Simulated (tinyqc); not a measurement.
Orbital energy against energy difference: ionisation energy by orbital energies and by energy differences in the cc-pvdz basis, for H6, spin multiplicity 1. Computed by the program tinyqc with PySCF. 

Geometry (angstrom):

| atom | x | y | z |
|---|---|---|---|
| H | 0.0000 | 0.0000 | 0.0000 |
| H | 0.0000 | 0.0000 | 0.7930 |
| H | 0.0000 | 0.0000 | 1.6960 |
| H | 0.0000 | 0.0000 | 2.4890 |
| H | 0.0000 | 0.0000 | 3.3920 |
| H | 0.0000 | 0.0000 | 4.1860 |

CCSD(T) difference in the same basis = 10.8890 eV

IP-EOM-CCSD = 10.9408 eV

The cation is unrestricted; errors are against CCSD(T) in this basis, not against experiment.

First vertical ionisation energy (eV):

| method | -e(HOMO) | E(cation) - E | error of -e(HOMO) | error of the difference |
|---|---|---|---|---|
| HF | 11.0746 | 10.112442 | 0.1857 | -0.7765 |
| LDA | 6.6388 | 10.531615 | -4.2502 | -0.3574 |
| PBE | 6.7278 | 10.601130 | -4.1611 | -0.2878 |
| B3LYP | 7.8209 | 10.823273 | -3.0681 | -0.0657 |
| PBE0 | 7.9568 | 10.723620 | -2.9322 | -0.1654 |
| CAM-B3LYP | 9.2816 | 10.805219 | -1.6073 | -0.0838 |
| LC-wPBE | 10.5455 | 10.835255 | -0.3435 | -0.0537 |

Koopmans errs by +0.19 eV and Delta-HF by -0.78 eV: relaxation, 0.96 eV, lowers the value and the missing correlation difference works against it. The PBE level is off by -4.2 eV through the wrong tail of its potential, though its energy difference is off by -0.29 eV; exact exchange deepens the level, and among the orbital energies HF comes closest; among the differences LC-wPBE does.
